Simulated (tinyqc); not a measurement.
Sensitivity of the reflectance: thin-film optics by transfer matrices.

Indices N = n + i k. Snell: N0 sin(theta) = N_j sin(theta_j), with Im(N_j cos theta_j) >= 0. Admittance y_j = N_j cos theta_j for s and N_j/cos theta_j for p. Phase delta_j = 2 pi N_j cos theta_j d_j/lambda. Layer matrix [[cos delta, -i sin delta/y], [-i y sin delta, cos delta]], multiplied from the top down to M. (B, C) = M (1, y_sub); r = (y0 B - C)/(y0 B + C), R = |r|^2, T = 4 Re y0 Re y_sub/|y0 B + C|^2, absorbed in the films 1 - R - T.

Parameters, chosen for this exercise (indices near those of Si3N4, SiO2 on Cu; not measured data):
- lam = 248 nm (vacuum wavelength)
- n0 = 1 (ambient index)
- n = (2.284, 1.535, 1.465) (n of Si3N4, SiO2, substrate)
- k = (0.005, 0, 1.774) (k in the same order)
- d = (31.9, 17.9) nm (thicknesses, top first)
- theta = 60 degrees (angle of incidence)

R for both polarisations. Each row changes one parameter from the base and keeps the others.

Results:

| case | R_s | R_p | T_s |
|---|---|---|---|
| base | 0.8272 | 0.3559 | 0.1677 |
| d = (36.9, 17.9) nm | 0.8319 | 0.3538 | 0.1630 |
| n = (2.33, 1.535, 1.465) | 0.8359 | 0.3689 | 0.1593 |
| k = (0.005, 0, 1.961) | 0.8392 | 0.3903 | 0.1555 |
| lam = 253 nm | 0.8233 | 0.3533 | 0.1714 |
| theta = 65 degrees | 0.8520 | 0.2850 | 0.1434 |

The largest shifts from the base row, up to three for each result and ties (the steps differ in size, so this ranks the rows, not the parameters). R_s: theta +0.0248, k +0.0120, n +0.0087. R_p: theta -0.0709, k +0.0344, n +0.0130. T_s: theta -0.0243, k -0.0122, n -0.0084.

Run: tinyqc, `OMP_NUM_THREADS=1 python tinyqc.py 1652448 1652449 out.jsonl`; Intel(R) Xeon(R) Processor @ 2.30GHz, one thread, shared host; about 0.01 s of CPU time with all checks.
